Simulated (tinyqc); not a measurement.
Size of the test strain: deformation potentials from a strained empirical pseudopotential.

Diamond lattice, no spin-orbit coupling. Atomic form factor V(q) = a1 (q^2 - a2)/(a3 exp(a4 q^2) - 1) in rydberg with q in 1/bohr, for the unstrained cell. Under a strain e the reciprocal vectors and k go over into (1 + e)^(-1) G, the atoms sit at +/- tau with tau = (1 + e) a (1,1,1)/8 - zeta a (eyz, ezx, exy)/4, and H(G,G') = c |k + G|^2 delta + (V(q)/det(1 + e)) cos(q.tau), q = G - G', with the term q = 0 left out; c = hbar^2/2m0. The basis is fixed before straining: all G with |k + G|^2 up to 16 (2 pi/a)^2. k is given in units of 2 pi/a of the unstrained cell.

Constants: hbar^2/2m0 = 3.80998211 eV angstrom^2; Ry = 13.60569312 eV; a0 (Bohr radius) = 0.5291772105 angstrom.

Parameters, chosen for this exercise (out of a larger set: near those of Si; not measured data): a = 5.43 angstrom (lattice constant); A = (0.54, 2.167, 2.078, 0.49) (a1 (Ry bohr^2), a2 (1/bohr^2), a3, a4 (bohr^2)); kD = 0.82 2 pi/a (position of the Delta minimum).

e = diag(-h/2, -h/2, h). Xu = [E(Delta z) - E(Delta x)]/(1.5 h) at fixed kD, b = [E(Z) - E(X, Y)]/(4.5 h); one-sided from +h alone, central from +h and -h.

Results (eV):
```
h       Xu one-sided  Xu central  b one-sided  b central
0.0010         8.068       8.074       -3.246     -3.242
0.0025         8.061       8.074       -3.252     -3.242
0.0050         8.048       8.074       -3.263     -3.242
0.0100         8.023       8.075       -3.283     -3.242
0.0200         7.975       8.079       -3.325     -3.243
0.0300         7.929       8.086       -3.368     -3.245
```

From h = 0.001 to 0.03 the one-sided Xu drifts by -0.139 eV and the central one by +0.012 eV; for b the drifts are -0.121 and -0.003 eV. The central difference cancels the term of second order in the strain, so its error goes as h^2. At h = 0.02 the linear law errs by 1.2 % for the valley splitting and 2.6 % for the valence splitting.

Program tinyqc; command `OMP_NUM_THREADS=1 python tinyqc.py 1850165 1850166 out.jsonl`; about 0.2 s on one thread of a shared Intel(R) Xeon(R) Processor @ 2.30GHz.
